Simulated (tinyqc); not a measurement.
Worked calculation: coupled-perturbed Hartree-Fock on RHF in the sto-6g basis, for H2, spin multiplicity 1. One step of it, computed by the program tinyqc.

Problem. Response to a field: uncoupled start. Field along z; U_ai = -mu_ai / (e_a - e_i), alpha = -4 sum U_ai mu_ai.

orbital energies (hartree): MO1 -0.488798, MO2 0.453143

dipole integrals <a|z|i> (bohr):
```
           i1
a2  -1.087342
```

Give: uncoupled U; uncoupled polarisability.

Solution.

uncoupled U:
```
        i1
a2  1.1544
```

uncoupled polarisability = 5.0207 bohr^3
